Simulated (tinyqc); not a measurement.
Gain of the pnp from the holding current.

Question. On state with both base-emitter voltages at Von: npn base current Ib = (Von/Rs + bp Von/Rw)/(bn bp - 1), holding current Ih = (bn + 1) Ib + Von/Rs. Find bp.

Values chosen for this exercise:
```
symbol  value  unit                                meaning
bn       21.6                      current gain of the npn
Rs        770   ohm  substrate resistance shunting the npn
Rw       1300   ohm       well resistance shunting the pnp
Von       0.8     V   base-emitter voltage in the on state
```

Ih = 1.8839393 mA

Answer. Ih gives Ib, and Ib (bn bp - 1) = Von/Rs + bp Von/Rw is linear in bp.

bp = 5.60

tinyqc, about 0.04 s, one thread, Intel Xeon 2.30GHz (shared host): `OMP_NUM_THREADS=1 python tinyqc.py 2670020 2670021 out.jsonl`
